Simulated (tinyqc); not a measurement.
Inside a calculation. Method: extended Hueckel theory, for H3+. The parameters take no account of the charge, which enters only through the electron count. Computed by tinyqc, a small Python program that keeps every step (integrals from PySCF). Settings: charge = 1, K = 2.0, multiplicity = 1. Command: `OMP_NUM_THREADS=1 python tinyqc.py 23318 23319 out.jsonl` (the two numbers bound the seeds that draw the settings). One thread of a shared host (Intel(R) Xeon(R) Processor @ 2.60GHz), about 0.01 s of CPU time with the checks.

## Overlaps

Geometry (angstrom):

| atom | x | y | z |
|---|---|---|---|
| H | 0.0000 | 0.0000 | 0.0000 |
| H | 0.0000 | 0.0000 | 0.9380 |
| H | 0.0000 | 0.7550 | -0.6390 |

Parameters chosen for this run:

| element | shell | Slater exponent | H_ii (eV) |
|---|---|---|---|
| H | 1s | 1.3000 | -13.6000 |

Slater orbitals, each expanded in six Gaussians scaled to its exponent.

overlap S, lower triangle:
```
        1H 1s   2H 1s   3H 1s
1H 1s  1.0000
2H 1s  0.5065  1.0000
3H 1s  0.4753  0.1560  1.0000
```

## Wolfsberg-Helmholz matrix

diagonal H_ii (eV): 1H 1s -13.6000, 2H 1s -13.6000, 3H 1s -13.6000

K = 2.0000

H_ij = K' S_ij (H_ii + H_jj)/2 for i != j (the diagonal keeps H_ii), with K' = 2.

H (eV), lower triangle:
```
          1H 1s     2H 1s     3H 1s
1H 1s  -13.6000
2H 1s  -13.7781  -13.6000
3H 1s  -12.9275   -4.2441  -13.6000
```

## Orbitals

valence electrons = 2

Solve H C = S C e through S^(-1/2); fill by pairs from the bottom, a degenerate level sharing its electrons equally; each orbital has its largest coefficient positive (the first on a tie).

orbital energies (eV): -19.5461  -11.0924  8.7020

occupations: 2.0000  0.0000  0.0000

coefficients:
```
          MO1      MO2      MO3
1H 1s  0.5000  -0.0173   1.2110
2H 1s  0.4038  -0.7417  -0.8056
3H 1s  0.3870   0.7962  -0.7242
```

sum of one-electron energies = -39.0922 eV

## Mulliken analysis

P = C n C^T; charge = valence electrons (H 1) minus the sum of (P S)_ii on the atom; overlap population = 2 sum P_ij S_ij between two atoms.

charges: 1H 0.1115, 2H 0.4207, 3H 0.4678

Overlap populations:

| pair | value |
|---|---|
| 2-1 | 0.409048 |
| 3-1 | 0.367860 |
| 3-2 | 0.097518 |
